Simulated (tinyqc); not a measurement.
ROHF in the sto-3g basis, for Be+, spin multiplicity 2, step by step (part 1 of 2). Computed by tinyqc, a small Python program that keeps every step (integrals from PySCF). Settings: charge = 1, multiplicity = 2, basis = sto-3g, energy threshold = 1e-08, iteration cap = 84, orthogonalisation = symmetric, start = highest core orbitals, DIIS depth = 8, method = ROHF. Command: `OMP_NUM_THREADS=1 python tinyqc.py 31215 31216 out.jsonl` (the two numbers bound the seeds that draw the settings). One thread of a shared host (Intel(R) Xeon(R) Processor @ 2.60GHz), about 0.04 s of CPU time with the checks. Later iterations appear only in the table of the cycle.

## One-electron integrals

Geometry (angstrom):
```
atom        x        y        z
Be    0.00000  0.00000  0.00000
```

Basis sto-3g: exponents (1/bohr^2) and contraction coefficients of normalised primitives:
```
element  l (shell)  exponent  coefficient
Be           s (1)  30.16787      0.15433
Be           s (1)   5.49512      0.53533
Be           s (1)   1.48719      0.44463
Be           s (2)   1.31483     -0.09997
Be           s (2)   0.30554      0.39951
Be           s (2)   0.09937      0.70012
Be           p (3)   1.31483      0.15592
Be           p (3)   0.30554      0.60768
Be           p (3)   0.09937      0.39196
```

Overlap, kinetic and nuclear-attraction integrals over the contracted functions; the nuclear repulsion is the sum of Za Zb / Rab.

nuclear repulsion = 0 hartree

overlap S, order 1Be 1s, 1Be 2s, 1Be 2px, 1Be 2py, 1Be 2pz:
$$\begin{pmatrix}
1.00000 & 0.25952 & 0.00000 & 0.00000 & 0.00000 \\
0.25952 & 1.00000 & 0.00000 & 0.00000 & 0.00000 \\
0.00000 & 0.00000 & 1.00000 & 0.00000 & 0.00000 \\
0.00000 & 0.00000 & 0.00000 & 1.00000 & 0.00000 \\
0.00000 & 0.00000 & 0.00000 & 0.00000 & 1.00000
\end{pmatrix}$$

kinetic energy T (hartree), order 1Be 1s, 1Be 2s, 1Be 2px, 1Be 2py, 1Be 2pz:
$$\begin{pmatrix}
6.69397 & -0.03301 & 0.00000 & 0.00000 & 0.00000 \\
-0.03301 & 0.21111 & 0.00000 & 0.00000 & 0.00000 \\
0.00000 & 0.00000 & 0.66059 & 0.00000 & 0.00000 \\
0.00000 & 0.00000 & 0.00000 & 0.66059 & 0.00000 \\
0.00000 & 0.00000 & 0.00000 & 0.00000 & 0.66059
\end{pmatrix}$$

nuclear attraction V (hartree), order 1Be 1s, 1Be 2s, 1Be 2px, 1Be 2py, 1Be 2pz:
$$\begin{pmatrix}
-14.56109 & -1.89925 & 0.00000 & 0.00000 & 0.00000 \\
-1.89925 & -2.31327 & 0.00000 & 0.00000 & 0.00000 \\
0.00000 & 0.00000 & -2.29475 & 0.00000 & 0.00000 \\
0.00000 & 0.00000 & 0.00000 & -2.29475 & 0.00000 \\
0.00000 & 0.00000 & 0.00000 & 0.00000 & -2.29475
\end{pmatrix}$$

core Hamiltonian H = T + V (hartree), order 1Be 1s, 1Be 2s, 1Be 2px, 1Be 2py, 1Be 2pz:
$$\begin{pmatrix}
-7.86712 & -1.93226 & 0.00000 & 0.00000 & 0.00000 \\
-1.93226 & -2.10216 & 0.00000 & 0.00000 & 0.00000 \\
0.00000 & 0.00000 & -1.63416 & 0.00000 & 0.00000 \\
0.00000 & 0.00000 & 0.00000 & -1.63416 & 0.00000 \\
0.00000 & 0.00000 & 0.00000 & 0.00000 & -1.63416
\end{pmatrix}$$

## Two-electron integrals

Functions are numbered as in S; the eight-fold symmetry (ij|kl) = (ji|kl) = (kl|ij) leaves the list below.

Two-electron integrals (ij|kl) in chemists' order, unique and non-zero (hartree):
```
(11|11) 2.29883   (21|11) 0.39204   (21|21) 0.07954   (22|11) 0.57099
(22|21) 0.14304   (22|22) 0.41768   (31|31) 0.01461   (32|31) 0.02189
(32|32) 0.09226   (33|11) 0.56958   (33|21) 0.14308   (33|22) 0.41759
(33|33) 0.44986   (41|41) 0.01461   (42|41) 0.02189   (42|42) 0.09226
(43|43) 0.02425   (44|11) 0.56958   (44|21) 0.14308   (44|22) 0.41759
(44|33) 0.40136   (44|44) 0.44986   (51|51) 0.01461   (52|51) 0.02189
(52|52) 0.09226   (53|53) 0.02425   (54|54) 0.02425   (55|11) 0.56958
(55|21) 0.14308   (55|22) 0.41759   (55|33) 0.40136   (55|44) 0.40136
(55|55) 0.44986
```

## Orthogonalisation

S = U s U^T; symmetric (Loewdin) form X = U s^(-1/2) U^T, so that X^T S X = 1.

eigenvalues of S: [0.74048, 1.00000, 1.00000, 1.00000, 1.25952]

X, order 1Be 1s, 1Be 2s, 1Be 2px, 1Be 2py, 1Be 2pz:
$$\begin{pmatrix}
1.02657 & -0.13553 & 0.00000 & 0.00000 & 0.00000 \\
-0.13553 & 1.02657 & 0.00000 & 0.00000 & 0.00000 \\
0.00000 & 0.00000 & 1.00000 & 0.00000 & 0.00000 \\
0.00000 & 0.00000 & 0.00000 & 1.00000 & 0.00000 \\
0.00000 & 0.00000 & 0.00000 & 0.00000 & 1.00000
\end{pmatrix}$$

## Starting guess

The start is the highest orbitals of the core Hamiltonian (a deliberately bad start); D(s) = C_occ C_occ^T for each spin.

D(alpha) at the start, order 1Be 1s, 1Be 2s, 1Be 2px, 1Be 2py, 1Be 2pz:
$$\begin{pmatrix}
0.00000 & 0.00000 & 0.00000 & 0.00000 & 0.00000 \\
0.00000 & 0.00000 & 0.00000 & 0.00000 & 0.00000 \\
0.00000 & 0.00000 & 0.00000 & 0.00000 & 0.00000 \\
0.00000 & 0.00000 & 0.00000 & 1.00000 & 0.00000 \\
0.00000 & 0.00000 & 0.00000 & 0.00000 & 1.00000
\end{pmatrix}$$

D(beta) at the start, order 1Be 1s, 1Be 2s, 1Be 2px, 1Be 2py, 1Be 2pz:
$$\begin{pmatrix}
0.00000 & 0.00000 & 0.00000 & 0.00000 & 0.00000 \\
0.00000 & 0.00000 & 0.00000 & 0.00000 & 0.00000 \\
0.00000 & 0.00000 & 0.00000 & 0.00000 & 0.00000 \\
0.00000 & 0.00000 & 0.00000 & 0.00000 & 0.00000 \\
0.00000 & 0.00000 & 0.00000 & 0.00000 & 1.00000
\end{pmatrix}$$

## Iteration 1: building the Fock matrix

J_ij = sum D_kl (ij|kl) with D = D(alpha) + D(beta), K_ij = sum D_kl (ik|jl) for each spin; F = H + J - K(s); E = tr D H + tr D J / 2 - 0.5 sum_s tr D(s) K(s) + E_nn.

Coulomb J (hartree), order 1Be 1s, 1Be 2s, 1Be 2px, 1Be 2py, 1Be 2pz:
$$\begin{pmatrix}
1.70873 & 0.42925 & 0.00000 & 0.00000 & 0.00000 \\
0.42925 & 1.25277 & 0.00000 & 0.00000 & 0.00000 \\
0.00000 & 0.00000 & 1.20408 & 0.00000 & 0.00000 \\
0.00000 & 0.00000 & 0.00000 & 1.25258 & 0.00000 \\
0.00000 & 0.00000 & 0.00000 & 0.00000 & 1.30108
\end{pmatrix}$$

exchange K(alpha) (hartree), order 1Be 1s, 1Be 2s, 1Be 2px, 1Be 2py, 1Be 2pz:
$$\begin{pmatrix}
0.02921 & 0.04378 & 0.00000 & 0.00000 & 0.00000 \\
0.04378 & 0.18453 & 0.00000 & 0.00000 & 0.00000 \\
0.00000 & 0.00000 & 0.04850 & 0.00000 & 0.00000 \\
0.00000 & 0.00000 & 0.00000 & 0.47411 & 0.00000 \\
0.00000 & 0.00000 & 0.00000 & 0.00000 & 0.47411
\end{pmatrix}$$

exchange K(beta) (hartree), order 1Be 1s, 1Be 2s, 1Be 2px, 1Be 2py, 1Be 2pz:
$$\begin{pmatrix}
0.01461 & 0.02189 & 0.00000 & 0.00000 & 0.00000 \\
0.02189 & 0.09226 & 0.00000 & 0.00000 & 0.00000 \\
0.00000 & 0.00000 & 0.02425 & 0.00000 & 0.00000 \\
0.00000 & 0.00000 & 0.00000 & 0.02425 & 0.00000 \\
0.00000 & 0.00000 & 0.00000 & 0.00000 & 0.44986
\end{pmatrix}$$

F(alpha) (hartree), order 1Be 1s, 1Be 2s, 1Be 2px, 1Be 2py, 1Be 2pz:
$$\begin{pmatrix}
-6.18760 & -1.54679 & 0.00000 & 0.00000 & 0.00000 \\
-1.54679 & -1.03392 & 0.00000 & 0.00000 & 0.00000 \\
0.00000 & 0.00000 & -0.47858 & 0.00000 & 0.00000 \\
0.00000 & 0.00000 & 0.00000 & -0.85569 & 0.00000 \\
0.00000 & 0.00000 & 0.00000 & 0.00000 & -0.80719
\end{pmatrix}$$

F(beta) (hartree), order 1Be 1s, 1Be 2s, 1Be 2px, 1Be 2py, 1Be 2pz:
$$\begin{pmatrix}
-6.17299 & -1.52490 & 0.00000 & 0.00000 & 0.00000 \\
-1.52490 & -0.94165 & 0.00000 & 0.00000 & 0.00000 \\
0.00000 & 0.00000 & -0.45433 & 0.00000 & 0.00000 \\
0.00000 & 0.00000 & 0.00000 & -0.40583 & 0.00000 \\
0.00000 & 0.00000 & 0.00000 & 0.00000 & -0.78294
\end{pmatrix}$$

total energy of this density = -3.6741422 hartree

## Iteration 1: Roothaan effective Fock matrix

With projectors Pc = D(beta) S, Po = (D(alpha) - D(beta)) S, Pv = 1 - D(alpha) S, the block xy is Px^T F Py; with Fc = (F(alpha) + F(beta))/2, the blocks are Fc for cc, oo, vv and cv, F(beta) for co and F(alpha) for ov.

effective F (hartree), order 1Be 1s, 1Be 2s, 1Be 2px, 1Be 2py, 1Be 2pz:
$$\begin{pmatrix}
-6.18029 & -1.53584 & 0.00000 & 0.00000 & 0.00000 \\
-1.53584 & -0.98779 & 0.00000 & 0.00000 & 0.00000 \\
0.00000 & 0.00000 & -0.46645 & 0.00000 & 0.00000 \\
0.00000 & 0.00000 & 0.00000 & -0.63076 & 0.00000 \\
0.00000 & 0.00000 & 0.00000 & 0.00000 & -0.79506
\end{pmatrix}$$

## Iteration 1: diagonalisation and new density

Diagonalise F' = X^T F X, C = X C', fill 2 alpha and 1 beta electrons from the bottom; D(s) = C_occ C_occ^T. Each column has its largest component positive (the first on a tie).

F' = X^T F X (hartree):
$$\begin{pmatrix}
-6.10385 & -0.64946 & 0.00000 & 0.00000 & 0.00000 \\
-0.64946 & -0.72713 & 0.00000 & 0.00000 & 0.00000 \\
0.00000 & 0.00000 & -0.46645 & 0.00000 & 0.00000 \\
0.00000 & 0.00000 & 0.00000 & -0.63076 & 0.00000 \\
0.00000 & 0.00000 & 0.00000 & 0.00000 & -0.79506
\end{pmatrix}$$

orbital energies (hartree): MO1 -6.18119, MO2 -0.79506, MO3 -0.64980, MO4 -0.63076, MO5 -0.46645

coefficients C, order 1Be 1s, 1Be 2s, 1Be 2px, 1Be 2py, 1Be 2pz:
$$\begin{pmatrix}
1.00334 & 0.00000 & -0.25596 & 0.00000 & 0.00000 \\
-0.01319 & 0.00000 & 1.03539 & 0.00000 & 0.00000 \\
0.00000 & 0.00000 & 0.00000 & 0.00000 & 1.00000 \\
0.00000 & 0.00000 & 0.00000 & 1.00000 & 0.00000 \\
0.00000 & 1.00000 & 0.00000 & 0.00000 & 0.00000
\end{pmatrix}$$

D(alpha) after iteration 1, order 1Be 1s, 1Be 2s, 1Be 2px, 1Be 2py, 1Be 2pz:
$$\begin{pmatrix}
1.00670 & -0.01324 & 0.00000 & 0.00000 & 0.00000 \\
-0.01324 & 0.00017 & 0.00000 & 0.00000 & 0.00000 \\
0.00000 & 0.00000 & 0.00000 & 0.00000 & 0.00000 \\
0.00000 & 0.00000 & 0.00000 & 0.00000 & 0.00000 \\
0.00000 & 0.00000 & 0.00000 & 0.00000 & 1.00000
\end{pmatrix}$$

D(beta) after iteration 1, order 1Be 1s, 1Be 2s, 1Be 2px, 1Be 2py, 1Be 2pz:
$$\begin{pmatrix}
1.00670 & -0.01324 & 0.00000 & 0.00000 & 0.00000 \\
-0.01324 & 0.00017 & 0.00000 & 0.00000 & 0.00000 \\
0.00000 & 0.00000 & 0.00000 & 0.00000 & 0.00000 \\
0.00000 & 0.00000 & 0.00000 & 0.00000 & 0.00000 \\
0.00000 & 0.00000 & 0.00000 & 0.00000 & 0.00000
\end{pmatrix}$$

## Iteration 2: building the Fock matrix

As before.

Coulomb J (hartree), order 1Be 1s, 1Be 2s, 1Be 2px, 1Be 2py, 1Be 2pz:
$$\begin{pmatrix}
5.17747 & 0.92824 & 0.00000 & 0.00000 & 0.00000 \\
0.92824 & 1.55978 & 0.00000 & 0.00000 & 0.00000 \\
0.00000 & 0.00000 & 1.54071 & 0.00000 & 0.00000 \\
0.00000 & 0.00000 & 0.00000 & 1.54071 & 0.00000 \\
0.00000 & 0.00000 & 0.00000 & 0.00000 & 1.58921
\end{pmatrix}$$

exchange K(alpha) (hartree), order 1Be 1s, 1Be 2s, 1Be 2px, 1Be 2py, 1Be 2pz:
$$\begin{pmatrix}
2.31847 & 0.40796 & 0.00000 & 0.00000 & 0.00000 \\
0.40796 & 0.16862 & 0.00000 & 0.00000 & 0.00000 \\
0.00000 & 0.00000 & 0.03839 & 0.00000 & 0.00000 \\
0.00000 & 0.00000 & 0.00000 & 0.03839 & 0.00000 \\
0.00000 & 0.00000 & 0.00000 & 0.00000 & 0.46400
\end{pmatrix}$$

exchange K(beta) (hartree), order 1Be 1s, 1Be 2s, 1Be 2px, 1Be 2py, 1Be 2pz:
$$\begin{pmatrix}
2.30386 & 0.38608 & 0.00000 & 0.00000 & 0.00000 \\
0.38608 & 0.07636 & 0.00000 & 0.00000 & 0.00000 \\
0.00000 & 0.00000 & 0.01414 & 0.00000 & 0.00000 \\
0.00000 & 0.00000 & 0.00000 & 0.01414 & 0.00000 \\
0.00000 & 0.00000 & 0.00000 & 0.00000 & 0.01414
\end{pmatrix}$$

F(alpha) (hartree), order 1Be 1s, 1Be 2s, 1Be 2px, 1Be 2py, 1Be 2pz:
$$\begin{pmatrix}
-5.00812 & -1.41198 & 0.00000 & 0.00000 & 0.00000 \\
-1.41198 & -0.71099 & 0.00000 & 0.00000 & 0.00000 \\
0.00000 & 0.00000 & -0.13183 & 0.00000 & 0.00000 \\
0.00000 & 0.00000 & 0.00000 & -0.13183 & 0.00000 \\
0.00000 & 0.00000 & 0.00000 & 0.00000 & -0.50894
\end{pmatrix}$$

F(beta) (hartree), order 1Be 1s, 1Be 2s, 1Be 2px, 1Be 2py, 1Be 2pz:
$$\begin{pmatrix}
-4.99351 & -1.39009 & 0.00000 & 0.00000 & 0.00000 \\
-1.39009 & -0.61873 & 0.00000 & 0.00000 & 0.00000 \\
0.00000 & 0.00000 & -0.10758 & 0.00000 & 0.00000 \\
0.00000 & 0.00000 & 0.00000 & -0.10758 & 0.00000 \\
0.00000 & 0.00000 & 0.00000 & 0.00000 & -0.05909
\end{pmatrix}$$

total energy of this density = -13.9378851 hartree

## Iteration 2: Roothaan effective Fock matrix

As before.

effective F (hartree), order 1Be 1s, 1Be 2s, 1Be 2px, 1Be 2py, 1Be 2pz:
$$\begin{pmatrix}
-5.00081 & -1.40103 & 0.00000 & 0.00000 & 0.00000 \\
-1.40103 & -0.66486 & 0.00000 & 0.00000 & 0.00000 \\
0.00000 & 0.00000 & -0.11971 & 0.00000 & 0.00000 \\
0.00000 & 0.00000 & 0.00000 & -0.11971 & 0.00000 \\
0.00000 & 0.00000 & 0.00000 & 0.00000 & -0.28401
\end{pmatrix}$$

## Iteration 2: DIIS over 2 matrices

error matrix X^T (FDS - SDF) X:
$$\begin{pmatrix}
0.00000 & 0.33364 & 0.00000 & 0.00000 & 0.00000 \\
-0.33364 & 0.00000 & 0.00000 & 0.00000 & 0.00000 \\
0.00000 & 0.00000 & 0.00000 & 0.00000 & 0.00000 \\
0.00000 & 0.00000 & 0.00000 & 0.00000 & 0.00000 \\
0.00000 & 0.00000 & 0.00000 & 0.00000 & 0.00000
\end{pmatrix}$$

B (overlaps of the stored error matrices):
$$\begin{pmatrix}
0.0000000e+00 & 0.0000000e+00 \\
0.0000000e+00 & 2.2263501e-01
\end{pmatrix}$$

Minimise |sum c_i e_i|^2 with sum c_i = 1: solve [B -1; -1 0][c; lambda] = [0; -1] with B_ij = tr e_i^T e_j, and take F = sum c_i F_i.

DIIS coefficients: [1.00000, 0.00000]

extrapolated F (hartree), order 1Be 1s, 1Be 2s, 1Be 2px, 1Be 2py, 1Be 2pz:
$$\begin{pmatrix}
-6.18029 & -1.53584 & 0.00000 & 0.00000 & 0.00000 \\
-1.53584 & -0.98779 & 0.00000 & 0.00000 & 0.00000 \\
0.00000 & 0.00000 & -0.46645 & 0.00000 & 0.00000 \\
0.00000 & 0.00000 & 0.00000 & -0.63076 & 0.00000 \\
0.00000 & 0.00000 & 0.00000 & 0.00000 & -0.79506
\end{pmatrix}$$

## Iteration 2: diagonalisation and new density

As before.

F' = X^T F X (hartree):
$$\begin{pmatrix}
-6.10385 & -0.64946 & 0.00000 & 0.00000 & 0.00000 \\
-0.64946 & -0.72713 & 0.00000 & 0.00000 & 0.00000 \\
0.00000 & 0.00000 & -0.46645 & 0.00000 & 0.00000 \\
0.00000 & 0.00000 & 0.00000 & -0.63076 & 0.00000 \\
0.00000 & 0.00000 & 0.00000 & 0.00000 & -0.79506
\end{pmatrix}$$

orbital energies (hartree): MO1 -6.18119, MO2 -0.79506, MO3 -0.64980, MO4 -0.63076, MO5 -0.46645

coefficients C, order 1Be 1s, 1Be 2s, 1Be 2px, 1Be 2py, 1Be 2pz:
$$\begin{pmatrix}
1.00334 & 0.00000 & -0.25596 & 0.00000 & 0.00000 \\
-0.01319 & 0.00000 & 1.03539 & 0.00000 & 0.00000 \\
0.00000 & 0.00000 & 0.00000 & 0.00000 & 1.00000 \\
0.00000 & 0.00000 & 0.00000 & 1.00000 & 0.00000 \\
0.00000 & 1.00000 & 0.00000 & 0.00000 & 0.00000
\end{pmatrix}$$

D(alpha) after iteration 2, order 1Be 1s, 1Be 2s, 1Be 2px, 1Be 2py, 1Be 2pz:
$$\begin{pmatrix}
1.00670 & -0.01324 & 0.00000 & 0.00000 & 0.00000 \\
-0.01324 & 0.00017 & 0.00000 & 0.00000 & 0.00000 \\
0.00000 & 0.00000 & 0.00000 & 0.00000 & 0.00000 \\
0.00000 & 0.00000 & 0.00000 & 0.00000 & 0.00000 \\
0.00000 & 0.00000 & 0.00000 & 0.00000 & 1.00000
\end{pmatrix}$$

D(beta) after iteration 2, order 1Be 1s, 1Be 2s, 1Be 2px, 1Be 2py, 1Be 2pz:
$$\begin{pmatrix}
1.00670 & -0.01324 & 0.00000 & 0.00000 & 0.00000 \\
-0.01324 & 0.00017 & 0.00000 & 0.00000 & 0.00000 \\
0.00000 & 0.00000 & 0.00000 & 0.00000 & 0.00000 \\
0.00000 & 0.00000 & 0.00000 & 0.00000 & 0.00000 \\
0.00000 & 0.00000 & 0.00000 & 0.00000 & 0.00000
\end{pmatrix}$$

## Iteration 3: building the Fock matrix

As before.

Coulomb J (hartree), order 1Be 1s, 1Be 2s, 1Be 2px, 1Be 2py, 1Be 2pz:
$$\begin{pmatrix}
5.17747 & 0.92824 & 0.00000 & 0.00000 & 0.00000 \\
0.92824 & 1.55978 & 0.00000 & 0.00000 & 0.00000 \\
0.00000 & 0.00000 & 1.54071 & 0.00000 & 0.00000 \\
0.00000 & 0.00000 & 0.00000 & 1.54071 & 0.00000 \\
0.00000 & 0.00000 & 0.00000 & 0.00000 & 1.58921
\end{pmatrix}$$

exchange K(alpha) (hartree), order 1Be 1s, 1Be 2s, 1Be 2px, 1Be 2py, 1Be 2pz:
$$\begin{pmatrix}
2.31847 & 0.40796 & 0.00000 & 0.00000 & 0.00000 \\
0.40796 & 0.16862 & 0.00000 & 0.00000 & 0.00000 \\
0.00000 & 0.00000 & 0.03839 & 0.00000 & 0.00000 \\
0.00000 & 0.00000 & 0.00000 & 0.03839 & 0.00000 \\
0.00000 & 0.00000 & 0.00000 & 0.00000 & 0.46400
\end{pmatrix}$$

exchange K(beta) (hartree), order 1Be 1s, 1Be 2s, 1Be 2px, 1Be 2py, 1Be 2pz:
$$\begin{pmatrix}
2.30386 & 0.38608 & 0.00000 & 0.00000 & 0.00000 \\
0.38608 & 0.07636 & 0.00000 & 0.00000 & 0.00000 \\
0.00000 & 0.00000 & 0.01414 & 0.00000 & 0.00000 \\
0.00000 & 0.00000 & 0.00000 & 0.01414 & 0.00000 \\
0.00000 & 0.00000 & 0.00000 & 0.00000 & 0.01414
\end{pmatrix}$$

F(alpha) (hartree), order 1Be 1s, 1Be 2s, 1Be 2px, 1Be 2py, 1Be 2pz:
$$\begin{pmatrix}
-5.00812 & -1.41198 & 0.00000 & 0.00000 & 0.00000 \\
-1.41198 & -0.71099 & 0.00000 & 0.00000 & 0.00000 \\
0.00000 & 0.00000 & -0.13183 & 0.00000 & 0.00000 \\
0.00000 & 0.00000 & 0.00000 & -0.13183 & 0.00000 \\
0.00000 & 0.00000 & 0.00000 & 0.00000 & -0.50894
\end{pmatrix}$$

F(beta) (hartree), order 1Be 1s, 1Be 2s, 1Be 2px, 1Be 2py, 1Be 2pz:
$$\begin{pmatrix}
-4.99351 & -1.39009 & 0.00000 & 0.00000 & 0.00000 \\
-1.39009 & -0.61873 & 0.00000 & 0.00000 & 0.00000 \\
0.00000 & 0.00000 & -0.10758 & 0.00000 & 0.00000 \\
0.00000 & 0.00000 & 0.00000 & -0.10758 & 0.00000 \\
0.00000 & 0.00000 & 0.00000 & 0.00000 & -0.05909
\end{pmatrix}$$

total energy of this density = -13.9378851 hartree

## Iteration 3: Roothaan effective Fock matrix

As before.

effective F (hartree), order 1Be 1s, 1Be 2s, 1Be 2px, 1Be 2py, 1Be 2pz:
$$\begin{pmatrix}
-5.00081 & -1.40103 & 0.00000 & 0.00000 & 0.00000 \\
-1.40103 & -0.66486 & 0.00000 & 0.00000 & 0.00000 \\
0.00000 & 0.00000 & -0.11971 & 0.00000 & 0.00000 \\
0.00000 & 0.00000 & 0.00000 & -0.11971 & 0.00000 \\
0.00000 & 0.00000 & 0.00000 & 0.00000 & -0.28401
\end{pmatrix}$$

## Iteration 3: DIIS over 3 matrices

error matrix X^T (FDS - SDF) X:
$$\begin{pmatrix}
0.00000 & 0.33364 & 0.00000 & 0.00000 & 0.00000 \\
-0.33364 & 0.00000 & 0.00000 & 0.00000 & 0.00000 \\
0.00000 & 0.00000 & 0.00000 & 0.00000 & 0.00000 \\
0.00000 & 0.00000 & 0.00000 & 0.00000 & 0.00000 \\
0.00000 & 0.00000 & 0.00000 & 0.00000 & 0.00000
\end{pmatrix}$$

B (overlaps of the stored error matrices):
$$\begin{pmatrix}
0.0000000e+00 & 0.0000000e+00 & 0.0000000e+00 \\
0.0000000e+00 & 2.2263501e-01 & 2.2263501e-01 \\
0.0000000e+00 & 2.2263501e-01 & 2.2263501e-01
\end{pmatrix}$$

As before.

DIIS coefficients: [1.00000, 0.00000, 0.00000]

extrapolated F (hartree), order 1Be 1s, 1Be 2s, 1Be 2px, 1Be 2py, 1Be 2pz:
$$\begin{pmatrix}
-6.18029 & -1.53584 & 0.00000 & 0.00000 & 0.00000 \\
-1.53584 & -0.98779 & 0.00000 & 0.00000 & 0.00000 \\
0.00000 & 0.00000 & -0.46645 & 0.00000 & 0.00000 \\
0.00000 & 0.00000 & 0.00000 & -0.63076 & 0.00000 \\
0.00000 & 0.00000 & 0.00000 & 0.00000 & -0.79506
\end{pmatrix}$$

## Iteration 3: diagonalisation and new density

As before.

F' = X^T F X (hartree):
$$\begin{pmatrix}
-6.10385 & -0.64946 & 0.00000 & 0.00000 & 0.00000 \\
-0.64946 & -0.72713 & 0.00000 & 0.00000 & 0.00000 \\
0.00000 & 0.00000 & -0.46645 & 0.00000 & 0.00000 \\
0.00000 & 0.00000 & 0.00000 & -0.63076 & 0.00000 \\
0.00000 & 0.00000 & 0.00000 & 0.00000 & -0.79506
\end{pmatrix}$$

orbital energies (hartree): MO1 -6.18119, MO2 -0.79506, MO3 -0.64980, MO4 -0.63076, MO5 -0.46645

coefficients C, order 1Be 1s, 1Be 2s, 1Be 2px, 1Be 2py, 1Be 2pz:
$$\begin{pmatrix}
1.00334 & 0.00000 & -0.25596 & 0.00000 & 0.00000 \\
-0.01319 & 0.00000 & 1.03539 & 0.00000 & 0.00000 \\
0.00000 & 0.00000 & 0.00000 & 0.00000 & 1.00000 \\
0.00000 & 0.00000 & 0.00000 & 1.00000 & 0.00000 \\
0.00000 & 1.00000 & 0.00000 & 0.00000 & 0.00000
\end{pmatrix}$$

D(alpha) after iteration 3, order 1Be 1s, 1Be 2s, 1Be 2px, 1Be 2py, 1Be 2pz:
$$\begin{pmatrix}
1.00670 & -0.01324 & 0.00000 & 0.00000 & 0.00000 \\
-0.01324 & 0.00017 & 0.00000 & 0.00000 & 0.00000 \\
0.00000 & 0.00000 & 0.00000 & 0.00000 & 0.00000 \\
0.00000 & 0.00000 & 0.00000 & 0.00000 & 0.00000 \\
0.00000 & 0.00000 & 0.00000 & 0.00000 & 1.00000
\end{pmatrix}$$

D(beta) after iteration 3, order 1Be 1s, 1Be 2s, 1Be 2px, 1Be 2py, 1Be 2pz:
$$\begin{pmatrix}
1.00670 & -0.01324 & 0.00000 & 0.00000 & 0.00000 \\
-0.01324 & 0.00017 & 0.00000 & 0.00000 & 0.00000 \\
0.00000 & 0.00000 & 0.00000 & 0.00000 & 0.00000 \\
0.00000 & 0.00000 & 0.00000 & 0.00000 & 0.00000 \\
0.00000 & 0.00000 & 0.00000 & 0.00000 & 0.00000
\end{pmatrix}$$
